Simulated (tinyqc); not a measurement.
Worked calculation: two-dimensional electron gas with Rashba and Dresselhaus coupling. Values are carried at full precision from step to step, so a last printed digit may differ when a step is redone from the rounded ones.

H = c k^2/m + al (ky sx - kx sy) + b1 (kx sx - ky sy) + gam kx ky (kx sy - ky sx), s the Pauli matrices, x = [100], c = hbar^2/2m0, b1 = gam (pi/L)^2 (hard walls). H = c k^2/m + B.s, so E = c k^2/m -/+ |B| and the lower state has its spin along -B.

Constants: hbar^2/2m0 = 3.80998211 eV angstrom^2; hbar = 6.58211957e-16 eV s.

Inputs chosen for the exercise (of the size met in GaAs; shifted at random, so the results belong to these values and not to a real crystal): m = 0.0628 m0 (mass); al = 0.033 eV angstrom (Rashba constant); gam = 12.1 eV angstrom^3 (bulk Dresselhaus constant); L = 231 angstrom (width of the (001) well); n = 2.3 1e11/cm^2 (sheet density (one subband filled)); phi = 0 degrees (angle of k from [100]).

## Scales

b1; mean Fermi wave vector k0 = sqrt(2 pi n) (1e11/cm^2 = 1e-5/angstrom^2); E0 = c k0^2/m; b3 = gam k0^2/4; kR = al m/(2c) and ER = al kR/2, the shift and depth of a pure Rashba band.

b1 = 0.002238 eV angstrom
k0 = 0.01202 1/angstrom
E0 = 8.767 meV
b3 = 0.0004372 eV angstrom
kR = 0.0002720 1/angstrom
ER = 0.004488 meV

The ratio al/(b1 - b3) is 18.32; kR is 2.3 % of k0.

## Spin-orbit field at one point of the Fermi circle

k = k0 (cos phi, sin phi). Form B, the splitting 2|B| and the direction of the lower spin, atan2(-By, -Bx).

Bx, By (meV): 0.0269  -0.3967

splitting = 0.7952 meV
direction of the lower spin = 93.9 degrees

## The matrix

H = [[E0, Bx - i By], [Bx + i By, E0]] in meV; diagonalise. Precession period h/(2|B|) = 2 pi hbar/(splitting).

H (meV):
```
,up,down
up,8.7674,0.0269+0.3967i
down,0.0269-0.3967i,8.7674
```

levels (meV): 8.3698  9.1650

period = 5.20 ps

## The two wave vectors at the energy E0 along this direction

Solve c k^2/m -/+ |B(k)| = E0. The spin turns by (k_outer - k_inner) per length, so a half turn takes pi/(difference).

k (1/angstrom): outer 0.012297, inner 0.011752

difference = 0.0005452 1/angstrom
length of a half turn = 576.2 nm

For linear terms alone the difference is (m/c)|B|/k, whatever the energy: every electron along this direction turns alike, the basis of the spin transistor.

## Checks

- Difference of the Fermi wave vectors without Dresselhaus terms against al m/c: both 0.00054394.

tinyqc: `OMP_NUM_THREADS=1 python tinyqc.py 1451009 1451010 out.jsonl`; about 0.01 s, one thread, shared Intel(R) Xeon(R) Processor @ 2.30GHz.
